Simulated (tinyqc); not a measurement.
From one set of inputs to another, one input at a time: stress in a transistor channel from embedded alloy regions, liners and fins, by half-space elasticity. Computed by tinyqc, a small Python program. Command: `OMP_NUM_THREADS=1 python tinyqc.py 3021268 3021269 out.jsonl stressor ladder`. One thread of a shared host (Intel(R) Xeon(R) Processor @ 2.30GHz), about 0.05 s of CPU time with the checks.

Plane strain in an isotropic half-space, the same constants everywhere; x along the channel from its centre, y downwards from the free surface; stress is positive in tension.

The inputs printed are set A. Inputs not listed in the table keep their values of set A, so the rows need not describe a real material.

Inputs (values chosen for the exercise, modelled on silicon):
```
quantity,value,unit
alloy fraction x,0.26,-
"lattice change per unit x, beta",0.0425,-
Young's modulus E,158,GPa
Poisson ratio nu,0.24,-
channel length L,96,nm
length of each stressor S,20,nm
recess depth d,85,nm
depth of the field point y,4.1,nm
longitudinal piezoresistance coefficient,68.8,1e-11/Pa
vertical piezoresistance coefficient,-1.2,1e-11/Pa
```

Stressor: Si(1-x)Ge(x) source and drain.

Method:
- Misfit e = beta x. A fully constrained inclusion holds the stress -p with p = E e/(1 - 2 nu); a blanket film would hold -E e/(1 - nu) in the plane.
- A line element dA of misfit at (a, c) in the half-space gives, with C = E e/(2 pi (1 - nu)), X = x - a, r1^2 = X^2 + (y - c)^2, r2^2 = X^2 + Y^2, Y = y + c: s_xx = -C dA {[X^2 - (y - c)^2]/r1^4 + 3 [X^2 - Y^2]/r2^4 + 4 y Y (Y^2 - 3 X^2)/r2^6}, s_yy = C dA {[X^2 - (y - c)^2]/r1^4 - [X^2 - Y^2]/r2^4 + 4 y Y (Y^2 - 3 X^2)/r2^6}. These are integrated over two rectangles, L/2 < |a| < L/2 + S, 0 < c < d (closed form in a, 200 Gauss-Legendre points in c).
- d mu/mu = -(pi_L s_xx + pi_z s_yy) for the embedded regions alone; the stress across the width is left out.

Each row keeps all changes above it:
```
input moved,from,to,s_xx (MPa),s_yy (MPa),mobility change (%)
set A,-,-,-388.5,0.2272,26.73
channel length L (nm),96,106,-376.4,0.0354,25.90
length of each stressor S (nm),20,125,-1507.8,-1.2073,103.73
Young's modulus E (GPa),158,164,-1565.1,-1.2532,107.67
depth of the field point y (nm),4.1,1.4,-1670.0,-0.1859,114.90
Poisson ratio nu,0.24,0.21,-1606.6,-0.1788,110.53
recess depth d (nm),85,25,-865.0,-0.6037,59.51
alloy fraction x,0.26,0.19,-632.1,-0.4412,43.49
```

Which inputs carry the difference?

s_xx goes from -389 to -632, -244 in all. The largest single move comes from length of each stressor S (-1.13e+03), and recess depth d works against it (+742). s_yy goes from 0.227 to -0.441, -0.668 in all. The largest single move comes from length of each stressor S (-1.24), and depth of the field point y works against it (+1.07). Mobility change goes from 26.7 to 43.5, a factor 1.63 in all. The largest single move comes from length of each stressor S (a factor 4.01), and recess depth d works against it (a factor 0.538). The single moves hold for this order of the switches; the total does not depend on the order.

Caution (rows length of each stressor S, Young's modulus E, depth of the field point y, Poisson ratio nu, recess depth d, alloy fraction x): beyond a few hundred MPa bulk piezoresistance coefficients no longer describe an inversion layer well.

Extremes, crossings and ranges named in words are read from the listed rows.
